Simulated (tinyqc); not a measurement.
Worked calculation: Hueckel theory of the pi electrons with the omega technique, for the molecule BC1=CC(=O)C=CC1=O (SMILES; centres numbered as the heavy atoms are written). One step of it, computed by the program tinyqc.

Task: Omega technique, round 1. h_r = h_r(0) + omega q_r, omega = 1.4, with q_r = z_r - P_rr.

Hueckel matrix in units of beta (H = alpha + beta A):
```
           1B        2C        3C        4C        5O        6C        7C        8C
1B  -1.000000  0.700000  0.000000  0.000000  0.000000  0.000000  0.000000  0.000000
2C   0.700000  0.000000  1.000000  0.000000  0.000000  0.000000  0.000000  1.000000
3C   0.000000  1.000000  0.000000  1.000000  0.000000  0.000000  0.000000  0.000000
4C   0.000000  0.000000  1.000000  0.000000  1.000000  1.000000  0.000000  0.000000
5O   0.000000  0.000000  0.000000  1.000000  1.000000  0.000000  0.000000  0.000000
6C   0.000000  0.000000  0.000000  1.000000  0.000000  0.000000  1.000000  0.000000
7C   0.000000  0.000000  0.000000  0.000000  0.000000  1.000000  0.000000  1.000000
8C   0.000000  1.000000  0.000000  0.000000  0.000000  0.000000  1.000000  0.000000
9O   0.000000  0.000000  0.000000  0.000000  0.000000  0.000000  0.000000  1.000000

          9O
1B  0.000000
2C  0.000000
3C  0.000000
4C  0.000000
5O  0.000000
6C  0.000000
7C  0.000000
8C  1.000000
9O  1.000000
```

charge and bond-order matrix P:
```
           1B         2C         3C         4C         5O         6C         7C         8C
1B   0.092081   0.296557   0.243220   0.016954  -0.096674  -0.080723  -0.056698   0.086929
2C   0.296557   0.987376   0.795331   0.118253  -0.251992  -0.172095  -0.072131   0.408631
3C   0.243220   0.795331   0.812210   0.388035   0.096303  -0.043878  -0.137589   0.123165
4C   0.016954   0.118253   0.388035   0.746382   0.736330   0.422541   0.151418  -0.028659
5O  -0.096674  -0.251992   0.096303   0.736330   1.367671   0.018737  -0.295051  -0.162370
6C  -0.080723  -0.172095  -0.043878   0.422541   0.018737   0.922941   0.826523   0.146506
7C  -0.056698  -0.072131  -0.137589   0.151418  -0.295051   0.826523   0.918029   0.413813
8C   0.086929   0.408631   0.123165  -0.028659  -0.162370   0.146506   0.413813   0.738994
9O  -0.040747   0.007765  -0.277770  -0.162370   0.356014  -0.269273   0.039603   0.722689

           9O
1B  -0.040747
2C   0.007765
3C  -0.277770
4C  -0.162370
5O   0.356014
6C  -0.269273
7C   0.039603
8C   0.722689
9O   1.414316
```

Centres:
```
centre  z_r, pi electrons of the neutral centre          h
1B                                            0  -1.000000
2C                                            1   0.000000
3C                                            1   0.000000
4C                                            1   0.000000
5O                                            1   1.000000
6C                                            1   0.000000
7C                                            1   0.000000
8C                                            1   0.000000
9O                                            1   1.000000
```

Give: matrix after round 1.

Result:

matrix after round 1:
```
         1B      2C      3C      4C      5O      6C      7C      8C
1B  -1.1289  0.7000  0.0000  0.0000  0.0000  0.0000  0.0000  0.0000
2C   0.7000  0.0177  1.0000  0.0000  0.0000  0.0000  0.0000  1.0000
3C   0.0000  1.0000  0.2629  1.0000  0.0000  0.0000  0.0000  0.0000
4C   0.0000  0.0000  1.0000  0.3551  1.0000  1.0000  0.0000  0.0000
5O   0.0000  0.0000  0.0000  1.0000  0.4853  0.0000  0.0000  0.0000
6C   0.0000  0.0000  0.0000  1.0000  0.0000  0.1079  1.0000  0.0000
7C   0.0000  0.0000  0.0000  0.0000  0.0000  1.0000  0.1148  1.0000
8C   0.0000  1.0000  0.0000  0.0000  0.0000  0.0000  1.0000  0.3654
9O   0.0000  0.0000  0.0000  0.0000  0.0000  0.0000  0.0000  1.0000

        9O
1B  0.0000
2C  0.0000
3C  0.0000
4C  0.0000
5O  0.0000
6C  0.0000
7C  0.0000
8C  1.0000
9O  0.4200
```
